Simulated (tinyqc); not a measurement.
What each integral does: Slater-Koster d bands of a bcc metal.

Inputs chosen for the exercise (of the size met in Nb; not measured data):
- dds = -1.248 eV (dd sigma)
- ddp = 0.587 eV (dd pi)
- ddd = -0.137 eV (dd delta)
- f2 = 0.5 (factor on all three integrals for second neighbours)

Levels at Gamma, E(t2g) = (8/3) dds + (16/9) ddp + (32/9) ddd + f2 (4 ddp + 2 ddd), E(eg) = (16/3) ddp + (8/3) ddd + f2 (3 dds + 3 ddd), and W = sqrt(12 mu2), the width of a rectangular band with the same second moment mu2 = z (dds^2 + 2 ddp^2 + 2 ddd^2)/5, z = 8 + 6 f2^2.

Results for these values:
```
case  t2g (eV)  eg (eV)  W (eV)
base   -1.7346   0.6878  7.2166
```

What happens to each result for ddp = 0.4989 eV, all else kept?

Answer: t2g falls from -1.7346 to -2.0674; eg falls from 0.6878 to 0.2180; W falls from 7.2166 to 6.9077.

The same for each parameter in turn:
```
case              t2g (eV)  eg (eV)  W (eV)
base               -1.7346   0.6878  7.2166
dds = -1.0608 eV   -1.2354   0.9686  6.4981
ddp = 0.4989 eV    -2.0674   0.2180  6.9077
ddd = -0.1165 eV   -1.6412   0.7732  7.2002
f2 = 0.575         -1.5790   0.3762  7.3981
```

The ratio of the shifts of t2g and eg names the integral: it is the ratio of the coefficients in the two formulas.

Program tinyqc; command `OMP_NUM_THREADS=1 python tinyqc.py 1482820 1482821 out.jsonl`; about 0.05 s on one thread of a shared Intel(R) Xeon(R) Processor @ 2.30GHz.
